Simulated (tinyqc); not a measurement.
## Disorder from G

Inverse problem. A flat band at zero energy with self-consistent Born disorder has G = 1/(z - D G), z = E + i eta. Find D and the half-width 2 sqrt(D) of the broadened level.

Parameters, values chosen for the exercise:
```
symbol   value  unit                      meaning
eta     0.0064    eV              bare broadening
E        0.958    eV  energy from the band centre
```

G = 0.9156856-1.0304851i 1/eV

Solution. D = (z - 1/G)/G, which comes out real.

D = 0.5200 eV^2
half-width = 1.442 eV

Program tinyqc, `OMP_NUM_THREADS=1 python tinyqc.py 2720043 2720044 out.jsonl`; Intel Xeon 2.30GHz, shared host, one thread, about 0.01 s.
